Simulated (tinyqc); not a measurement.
Implanted layer, carriers, mobility and sheet resistance with incomplete ionisation: two steps of the calculation.

An n-type layer from the surface x = 0 to the junction xj, N(x) = N0 exp(-(x - Rp)^2/(2 sg^2)). Local neutrality (no depletion at surface or junction, no spilling of carriers), intrinsic carriers neglected, Boltzmann statistics.

Parameters, values chosen for the exercise; values close to those of arsenic in silicon over a p-type background: temperature T = 250 K; background doping of the opposite type Nb = 1.7e15 cm^-3; peak chemical concentration N0 = 5.1e17 cm^-3; mobility limit at high doping m1 = 52.5 cm^2/(V s); mobility limit at low doping, at 300 K m2 = 1380 cm^2/(V s); reference doping of the mobility law Nr = 9.74e16 cm^-3; exponent of the mobility law am = 0.667; temperature exponent of m2 bt = 2.1; solubility limit of active dopant Ns = 2e20 cm^-3; conduction-band density of states at T NB = 2.16e19 cm^-3; ionisation energy in the dilute limit Ei = 0.052 eV; degeneracy factor of the level gd = 2; lowering of Ei per N^(1/3) ks = 0 eV cm; straggle after annealing sg = 92 nm; projected range Rp = 81 nm.

Constants: q = 1.602176634e-19 C, kB = 1.380649e-23 J/K, Vt = kB T/q. Results are converted to the units shown.

Problem 1. Junction depth and local values. xj = Rp + sg sqrt(2 ln(N0/Nb)); 10 equal steps from 0 to xj. Active dopant A = min(N, Ns); n solves n (n + Nb)/(A - Nb - n) = K, K = (NB/gd) exp(-E/Vt), E = max(Ei - ks A^(1/3), 0), so n = 2 K (A - Nb)/[Nb + K + sqrt((Nb + K)^2 + 4 K (A - Nb))]; mobility mu = m1 + (m2 (T/300 K)^(-bt) - m1)/(1 + ((A + Nb)/Nr)^am).

Give: xj; x; N; A; n; mu.

Solution 1.

xj = 391.7 nm

```
point,x (nm),N (cm^-3),A (cm^-3),n (1e17 cm^-3),mu (cm^2/(V s))
0,0.0,3.461e17,3.461e17,2.691,643.2
1,39.2,4.599e17,4.599e17,3.388,568.1
2,78.3,5.098e17,5.098e17,3.676,542.5
3,117.5,4.714e17,4.714e17,3.455,561.9
4,156.7,3.636e17,3.636e17,2.802,629.8
5,195.9,2.339e17,2.339e17,1.932,755.9
6,235.0,1.256e17,1.256e17,1.109,950.5
7,274.2,5.621e16,5.621e16,0.517,1207
8,313.4,2.099e16,2.099e16,0.189,1483
9,352.6,6.541e15,6.541e15,0.048,1705
10,391.7,1.700e15,1.700e15,0.000,1834
```

At the point of highest doping 72.4 % of the net active dopant gives free carriers. The mobility runs from 543 to 1830 cm^2/(V s).

Problem 2. Sheet quantities by the trapezoid rule. Dose = integral of N, carrier sheet density = integral of n, 1/Rs = q integral of n mu, mean mobility 1/(q Rs sheet density), Hall mobility (unit Hall factor) = integral of n mu^2 over integral of n mu, Hall sheet density = (integral of n mu)^2/integral of n mu^2; all from 0 to xj.

```
point,x (nm),N (cm^-3),n (1e17 cm^-3),mu (cm^2/(V s))
0,0.00000,3.4613471e17,2.6905353,643.16421
1,39.17308,4.5992423e17,3.3882936,568.13186
2,78.34616,5.0978786e17,3.6760622,542.51003
3,117.51924,4.7136218e17,3.4551856,561.94016
4,156.69232,3.6356497e17,2.8015510,629.76149
5,195.86540,2.3392217e17,1.9324115,755.86947
6,235.03848,1.2555176e17,1.1092440,950.48649
7,274.21156,5.6212933e16,0.5166042,1207.3302
8,313.38464,2.0994801e16,0.1889223,1482.5347
9,352.55772,6.5410778e15,0.0480869,1705.4515
10,391.73080,1.7e15,0.0000000,1833.7229
```

Wanted: dose; carrier sheet density; Rs; mean mobility; Hall mobility; Hall sheet density.

Solution 2.

dose = 9.4869e12 cm^-2
carrier sheet density = 7.2320e12 cm^-2
Rs = 1328.7 ohm/square
mean mobility = 649.52 cm^2/(V s)
Hall mobility = 696.22 cm^2/(V s)
Hall sheet density = 6.7469e12 cm^-2

Carriers make up 76.2 % of the dose. A Hall measurement weights the mobile tail, so its sheet density is 6.7 % below the true one.

tinyqc, about 0.01 s, one thread, Intel Xeon 2.30GHz (shared host): `OMP_NUM_THREADS=1 python tinyqc.py 2110055 2110056 out.jsonl`
